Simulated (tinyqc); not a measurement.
# Lossy on-chip transmission line with skin effect: two studies

A uniform line in a homogeneous dielectric: c = sqrt(er)/(c0 Z0), l = Z0 sqrt(er)/c0 (c0 = 299792458 m/s), g = w c td, w = 2 pi f. The resistance joins its limits as r = sqrt(r_dc^2 + r_hf^2), with r_dc = rho/(wd th), r_hf = kr rho/(2 delta (wd + th)), delta = sqrt(rho/(pi f mu0)), mu0 = 4 pi 1e-7 H/m; this is an interpolation, and internal inductance, up to 0.05 nH/mm at low frequency, is neglected.

Inputs (values chosen for the exercise):
- wd = 2.9 um (width of the strip)
- th = 1.5 um (thickness of the strip)
- rho = 2 uohm cm (resistivity)
- er = 3.9 (relative permittivity)
- td = 0.002 (loss tangent)
- Z0 = 40 ohm (lossless impedance sqrt(l/c))
- kr = 2 (factor for crowding and the return path)
- len = 0.77 mm (length)
- Rg = 100 ohm (source resistance)
- RL = 50 ohm (load resistance)
- CL = 300 fF (load capacitance)
- f = 0.29 GHz (frequency)

Each table varies one quantity; the others keep the values above.

## Line properties against frequency

gamma = sqrt((r + i w l)(g + i w c)) = alpha + i beta, Zc = sqrt((r + i w l)/(g + i w c)), roots with positive real part; loss 8.685889638 alpha in dB; phase velocity w/beta. ZL = 1/(1/RL + i w CL); reflection (ZL - Zc)/(ZL + Zc); Zin = Zc (ZL + Zc tanh(gamma len))/(Zc + ZL tanh(gamma len)); H = V_load/V_source = [Zin/(Zin + Rg)]/[cosh(gamma len) + (Zc/ZL) sinh(gamma len)].

Results:
```
f (GHz)  r (ohm/mm)  r/(w l)  loss (dB/mm)  |Zc| (ohm)  phase velocity over c0  length in wavelengths  |H| (dB)
0.01         4.6021   277.98      0.042350      666.91                0.042917              5.9847e-4   -9.7452
0.03         4.6110   92.837      0.073160      385.42                0.073997              0.0010413   -9.7457
0.3          4.7289   9.5211       0.22355      123.76                 0.22043              0.0034956   -9.7537
0.8          4.9398   3.7296       0.34446      78.601                 0.32504              0.0063216   -9.7799
2            5.4125   1.6346       0.48753      55.371                 0.41958               0.012243   -9.9024
7            7.0489  0.60824       0.73728      43.275                 0.48622               0.036978   -11.114
20           10.134  0.30607        1.0952      40.906                 0.50075                0.10258   -14.966
60           16.305  0.16414        1.7860      40.267                 0.50473                0.30533   -17.357
```

Estimate the missing row, f = 0.09 GHz.

Computed row:
```
f (GHz)  r (ohm/mm)  r/(w l)  loss (dB/mm)  |Zc| (ohm)  phase velocity over c0  length in wavelengths  |H| (dB)
0.09         4.6374   31.123       0.12573      223.21                 0.12644              0.0018282   -9.7471
```

With this row back in the table: r equals w l at 3.62 GHz: below it |Zc| and the delay grow as in an RC line, above it |Zc| tends to Z0 = 40 ohm and the velocity to 1/sqrt(er) = 0.506 c0. The loss goes as f^(0.50) between the first two rows and f^(0.45) between the last two. |H| is -9.75 dB in the first row and -17.4 dB in the last; between rows it can pass through resonances that the table doesn't show.

## Effect of the length

Same model as above.

The same in every row: r (ohm/mm) = 4.725; r/(w l) = 9.840; loss (dB/mm) = 0.2201; |Zc| (ohm) = 125.8; phase velocity over c0 = 0.2172.

Effect of the length:
```
len (mm)  length in wavelengths  |H| (dB)
0.077                  3.429e-4    -9.565
0.13                   5.790e-4    -9.580
0.24                   0.001069    -9.610
0.41                   0.001826    -9.656
0.72                   0.003207    -9.740
1.3                    0.005790    -9.895
2.2                    0.009799    -10.13
3.9                     0.01737    -10.56
```

As len goes from 0.077 to 3.9, the loss stays at 0.220 dB/mm, |Zc| stays at 126 ohm and |H| goes from -9.57 to -10.6 dB, with its highest value among the rows, -9.57 dB, at len = 0.077.

tinyqc, about 0.01 s, one thread, Intel Xeon 2.30GHz (shared host): `OMP_NUM_THREADS=1 python tinyqc.py 2810223 2810224 out.jsonl`
